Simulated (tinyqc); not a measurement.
Worked calculation: LDA (VWN5) atom on a uniform radial grid, spin-unpolarised, for Be(2+). Computed by tinyqc, a small Python program that keeps every step. Settings: Z = 4, points = 128, R = 6.8, functional = lda,vwn, mixing = 0.2, iteration cap = 73. Command: `OMP_NUM_THREADS=1 python tinyqc.py 27636 27637 out.jsonl` (the two numbers bound the seeds that draw the settings). One thread of a shared host (Intel(R) Xeon(R) Processor @ 2.60GHz), about 0.2 s of CPU time with the checks. Later iterations appear only in the table of the cycle.

## Iteration 1

Spherical atom on a uniform radial grid r_j = j h with h = R/(N + 1), h sum u^2 = 1 and integrals as h times sums, u(0) = u(R) = 0 (atomic units):
```
parameter           value
Z                       4
points N              128
R                6.800000
h                0.052713
mixing           0.200000
electrons in 1s         2
```

Three-point differences turn -u''/2 + [l(l+1)/2r^2 - Z/r + V] u = e u into a tridiagonal matrix (diagonal 1/h^2 + potential, off-diagonal -1/2h^2). D = sum f u^2; the Hartree potential y/r solves y'' = -D/r with y(0) = 0, y(R) = N_e; v_xc comes from rho = D/(4 pi r^2); E = sum f e - int D V + int D (V_H/2 + eps_xc); V(new) = V + mixing (V_H + v_xc - V).

eigenvalues (hartree): 1s -7.91301

Every 8th grid point:
```
r           V in     u(1s)         D      V_H       v_xc
0.42171  0.00000   1.25070   3.12848  4.30124   -1.18448
0.84341  0.00000   0.46873   0.43942  2.35875   -0.41606
1.26512  0.00000   0.13175   0.03472  1.58047   -0.15092
1.68682  0.00000   0.03292   0.00217  1.18565   -0.05551
2.10853  0.00000   0.00771   0.00012  0.94853   -0.02013
2.53023  0.00000   0.00173  6.01e-06  0.79044   -0.00709
2.95194  0.00000   0.00038  2.87e-07  0.67752   -0.00243
3.37364  0.00000   0.00008  1.32e-08  0.59283   -0.00082
3.79535  0.00000  1.71e-05  5.86e-10  0.52696   -0.00027
4.21705  0.00000  3.56e-06  2.54e-11  0.47426   -0.00009
4.63876  0.00000  7.35e-07         0  0.43115  -2.95e-05
5.06047  0.00000  1.50e-07         0  0.39522    0.00000
5.48217  0.00000  3.05e-08         0  0.36482    0.00000
5.90388  0.00000  6.14e-09         0  0.33876    0.00000
6.32558  0.00000  1.20e-09         0  0.31618    0.00000
6.74729  0.00000  8.18e-11         0  0.29642    0.00000
```

total energy = -13.1325729 hartree

## Iteration 2

As before.

eigenvalues (hartree): 1s -7.22159

Every 8th grid point:
```
r           V in     u(1s)         D      V_H       v_xc
0.42171  0.62335   1.25097   3.12987  4.27150   -1.18465
0.84341  0.38854   0.49027   0.48074  2.35652   -0.42771
1.26512  0.28591   0.14542   0.04229  1.58035   -0.16011
1.68682  0.22603   0.03852   0.00297  1.18564   -0.06098
2.10853  0.18568   0.00960   0.00018  0.94853   -0.02301
2.53023  0.15667   0.00230  1.06e-05  0.79044   -0.00847
2.95194  0.13502   0.00054  5.76e-07  0.67752   -0.00304
3.37364  0.11840   0.00012  3.02e-08  0.59283   -0.00107
3.79535  0.10534  2.77e-05  1.54e-09  0.52696   -0.00037
4.21705  0.09483  6.18e-06  7.63e-11  0.47426   -0.00013
4.63876  0.08622  1.36e-06         0  0.43115  -4.46e-05
5.06047  0.07904  2.99e-07         0  0.39522    0.00000
5.48217  0.07296  6.51e-08         0  0.36482    0.00000
5.90388  0.06775  1.41e-08         0  0.33876    0.00000
6.32558  0.06324  2.94e-09         0  0.31618    0.00000
6.74729  0.05928  2.08e-10         0  0.29642    0.00000
```

total energy = -13.1871431 hartree

## Convergence

Stop when input and output potentials agree to 1e-7.

Course of the cycle (hartree):
```
iteration            E     e(1s)  largest |V(out) - V(in)|
1          -13.1325729  -7.91301                  4.79e+00
2          -13.1871431  -7.22159                  3.73e+00
3          -13.2222913  -6.68199                  2.90e+00
4          -13.2446081  -6.26055                  2.25e+00
5          -13.2586020  -5.93115                  1.74e+00
6          -13.2672838  -5.67351                  1.35e+00
7          -13.2726216  -5.47187                  1.05e+00
8          -13.2758792  -5.31397                  8.14e-01
9          -13.2778552  -5.19026                  6.32e-01
10         -13.2790479  -5.09327                  4.91e-01
11         -13.2797651  -5.01720                  3.81e-01
...                ...       ...                       ...
63         -13.2808317  -4.73806                  1.78e-06
64         -13.2808317  -4.73806                  1.42e-06
65         -13.2808317  -4.73806                  1.13e-06
66         -13.2808317  -4.73806                  9.03e-07
67         -13.2808317  -4.73806                  7.20e-07
68         -13.2808317  -4.73806                  5.74e-07
69         -13.2808317  -4.73806                  4.58e-07
70         -13.2808317  -4.73806                  3.65e-07
71         -13.2808317  -4.73806                  2.91e-07
72         -13.2808317  -4.73806                  2.32e-07
73         -13.2808317  -4.73806                  1.85e-07
```

Not converged within 73 iterations: the residual falls steadily but slowly, by a factor of about 0.80 a step. Reruns (cap 100 unless said): mixing 0.3: converged in 48; mixing 0.6: converged in 20; the original settings with a cap of 400: converged in 76. Even converged, this uniform grid resolves the cusp poorly and misses the energy of the atom.
